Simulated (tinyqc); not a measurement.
Worked calculation: time-domain thermoreflectance: layered heat flow under a modulated pulse train, and what the signal ratio measures. Computed by tinyqc, a small Python program that keeps every step. Command: `OMP_NUM_THREADS=1 python tinyqc.py 3110033 3110034 out.jsonl tdtr walk`. One thread of a shared host (Intel(R) Xeon(R) Processor @ 2.30GHz), about 0.3 s of CPU time with the checks. Intermediate numbers are printed to about 7 digits and carried at full precision; extremes and crossings named in words are read from the listed rows.

Pulses repeat at 80 MHz; heat is laid down at the surface, all layers are isotropic, and the film is in perfect contact with the substrate.

Inputs (values chosen for the exercise, modelled on aluminium on germanium):

| quantity | value | unit |
|---|---|---|
| metal thickness d | 72 | nm |
| metal conductivity | 130 | W/(m K) |
| metal heat capacity | 2.42 | MJ/(m^3 K) |
| boundary conductance G under the metal | 71 | MW/(m^2 K) |
| film thickness | 20 | nm |
| film conductivity | 1.7 | W/(m K) |
| film heat capacity | 1.8 | MJ/(m^3 K) |
| substrate conductivity kappa | 61.8 | W/(m K) |
| substrate heat capacity C | 1.68 | MJ/(m^3 K) |
| modulation frequency f | 2 | MHz |
| spot radius w (1/e^2, pump and probe) | 21 | micrometre |
| delay t | 200 | ps |

Stack: metal, film, substrate.

## Length and time scales

Penetration depth sqrt(kappa/(pi f C)); effusivity sqrt(kappa C); cooling time of the metal d C_m/G; Kapitza length kappa/G.

penetration depth = 2.419634 micrometre

effusivity = 10189.41 W s^(1/2)/(m^2 K)

cooling time of the metal = 2454.085 ps

Kapitza length = 870.4225 nm

depth over spot radius = 0.1152207

## Impedance at k = 0 and the modulation frequency

For radial wave number k and angular frequency W each layer has u = sqrt(4 pi^2 k^2 + i W C/kappa) and gamma = kappa u. Surface impedance from below: Z = 1/gamma for the substrate; a layer of thickness L maps Z to (Z + tanh(u L)/gamma)/(1 + gamma Z tanh(u L)); a boundary adds 1/G. Take k = 0 and W = 2 pi f.

Z of the substrate = 19.57633-19.57633i m^2 K/GW

Z at the surface = 41.49531-22.79751i m^2 K/GW

## Response at the modulation frequency

Response per absorbed watt H(W) = 2 pi int_0^(2/w) Z(k, W) exp(-pi^2 k^2 w^2) k dk by 20 Gauss-Legendre points.

H(2 pi f) = 0.03006923-0.01620511i K/mW

phase of H(2 pi f) = -28.32141 degrees

## Signal at one delay

Signal: X + iY = sum_(m = -M..M) H(2 pi (f + m f_r)) exp(i 2 pi m f_r t) exp(-pi (m/M)^2 x 4), f_r = 80 MHz, M = 4000, with H(-W) the complex conjugate of H(W); V_in = X, V_out = Y, ratio = -V_in/V_out.

V_in = 0.06279003 K/mW

V_out = -0.01581446 K/mW

ratio -V_in/V_out = 3.970418

## Ratio and sensitivities against delay

Sensitivity S = ln(ratio'/ratio)/ln(1.01) for a rise of one input by 1 %.

Ratio and sensitivities:

| t (ps) | ratio | S to kappa | S to G | S to d | S to C | S to w | S to film conductivity |
|---|---|---|---|---|---|---|---|
| 100 | 4.073953 | 0.4104428 | 0.0029135 | -0.7932595 | 0.3866115 | -0.03584520 | 0.0141542 |
| 200 | 3.970418 | 0.4076266 | -0.0113000 | -0.7678300 | 0.3837192 | -0.03577273 | 0.0086994 |
| 400 | 3.795698 | 0.4023717 | -0.0317524 | -0.7203400 | 0.3783298 | -0.03563151 | -0.0042766 |
| 800 | 3.499541 | 0.3918657 | -0.0645757 | -0.6361218 | 0.3675393 | -0.03541297 | -0.0318928 |
| 1500 | 3.074390 | 0.3735420 | -0.1120042 | -0.5080471 | 0.3486118 | -0.03524343 | -0.0746630 |
| 2500 | 2.603233 | 0.3483969 | -0.1654145 | -0.3545686 | 0.3223917 | -0.03538774 | -0.1238531 |
| 4000 | 2.089974 | 0.3130277 | -0.2233712 | -0.1709966 | 0.2850309 | -0.03625942 | -0.1783125 |

The largest sensitivity in size at 100 ps is to d (-0.79). kappa and C enter almost alike, through the effusivity. At 400 ps an error of 3 % in d passes on as 5 % in kappa.

Checks made by the program: steady rise of a bare substrate, 1/(2 sqrt(pi) w kappa), from the same quadrature (relative difference below 1e-10).
